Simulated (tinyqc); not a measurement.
Plane-wave Kohn-Sham cycle with exchange-only LDA in a layered model solid, step by step. One step of it, computed by the program tinyqc.

Question. Iteration 2: levels at that k. Diagonalise the Hermitian matrix.

H (hartree), lower triangle:
```
,-3,-2,-1,+0,+1,+2,+3
-3,1.435437
-2,-0.195484,0.478788
-1,-0.134481,-0.195484,-0.075062
+0,-0.000454,-0.134481,-0.195484,-0.226112
+1,-0.000260,-0.000454,-0.134481,-0.195484,0.025638
+2,-0.000059,-0.000260,-0.000454,-0.134481,-0.195484,0.680188
+3,0.000000,-0.000059,-0.000260,-0.000454,-0.134481,-0.195484,1.737537
```

Give: eigenvalues.

Answer.

eigenvalues (hartree): -0.5492  -0.0002  0.0947  0.5307  0.7213  1.4805  1.7787
